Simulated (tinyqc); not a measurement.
Potential-pH (Pourbaix) lines of a metal, its cation, its oxide and an oxyanion, with a complexing ligand: one step, computed by the program tinyqc.

Potentials are against the standard hydrogen electrode; solids and water have unit activity; dG_f of M, H+ and the electron is zero; F = e N_A and s = R T ln(10)/F. The cation carries z = 2.

Task: Vertical lines. M2+ + 2e = M; MO + 2H+ + 2e = M + H2O; MO2(2-) + 4H+ + 2e = M + 2H2O. For each, E0 = -dG/(z F), and E = E0 + (s/z) log10 a - (s n_H/z) pH, with no activity term for the oxide. Two oxidised species coexist where their lines against the metal cross: pH1 (cation/oxide) = [E0(oxide) - E0(cation)]/s - (log10 a)/z; pH2 (oxide/oxyanion) = {[E0(oxyanion) - E0(oxide)]/s + (log10 a)/z}/(4/z - 1).

Inputs (values chosen for the exercise, modelled on tin): temperature T = 298.15 K; log10 of the dissolved activity a = -3.

Species: M, M2+, MO, MO2(2-).

E0 (V): cation -0.1427160, oxide -0.0700625, oxyanion 0.9004996

s = 0.05915935 V

Give: pH1; pH2; width of the oxide field, pH2 - pH1.

Result:

pH1 = 2.728

pH2 = 14.91

width of the oxide field, pH2 - pH1 = 12.18

The oxide is stable from pH 2.73 to 14.91; each decade less of dissolved metal narrows this field by 1.00 pH units.
